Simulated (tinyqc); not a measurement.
A run and its error bars: classical Heisenberg spin chain: exact results, Metropolis, heat-bath and over-relaxation steps, and a Monte Carlo run. Computed by tinyqc, a small Python program. Command: `OMP_NUM_THREADS=1 python tinyqc.py 3130330 3130331 out.jsonl heismc walk`. One thread of a shared host (Intel(R) Xeon(R) Processor @ 2.30GHz), about 0.2 s of CPU time with the checks.

E = -J sum_i s_i . s_(i+1) for unit vectors s_i on an open chain; K = J/(k_B T).

Inputs (values chosen for the exercise, for a model chain of large moments): coupling J = 8.2 meV; temperature T = 176 K; moment mu = 5.7 mu_B; length N of the open chain = 16; seed = 10286.

Update: Metropolis.

Constants: k_B = 8.617333262e-05 eV/K; mu_B = 5.7883818060e-05 eV/T.

Method:
- Each bond angle is independent, so u = <s_i . s_(i+1)> = coth K - 1/K, <s_i . s_(i+n)> = u^n, correlation length xi = -1/ln|u|, energy per bond -J u, heat capacity per bond c/k_B = 1 - K^2/sinh^2 K, and for the long chain chi = mu^2 (1 + u)/(3 k_B T (1 - u)) per spin.
- For N spins, <|sum s|^2>/N = (1 + u)/(1 - u) - 2 u (1 - u^N)/(N (1 - u)^2); the long chain has (1 + u)/(1 - u), chi over the Curie value, and the difference is relative to it.
- From the ordered state (alternating for J < 0), with trial spins uniform on the sphere, 200 sweeps are discarded and 1600 recorded (even and odd sites in turn; random numbers not printed, so these rows are one sample). Errors are the scatter of block means over sqrt(number of blocks).

K = 0.540665

u = 0.176805

<|sum s|^2>/N = 1.39694

Blocking:
```
block length  mean bond product      error  <|sum s|^2>/N     error
1                       0.17896  0.0035891         1.4106  0.026435
4                       0.17896  0.0041735         1.4106  0.030380
16                      0.17896  0.0046132         1.4106  0.030935
40                      0.17896  0.0038334         1.4106  0.031632
80                      0.17896  0.0043720         1.4106  0.033285
```

What does the comparison show, and why?

With blocks of 40 the bond product is 0.6 error bars from the exact u = 0.1768, and <|sum s|^2>/N is 0.4 from the exact 1.397. Blocking to 40 changes the two errors by factors 1.1 and 1.2. 77 % of the trial spins are accepted.
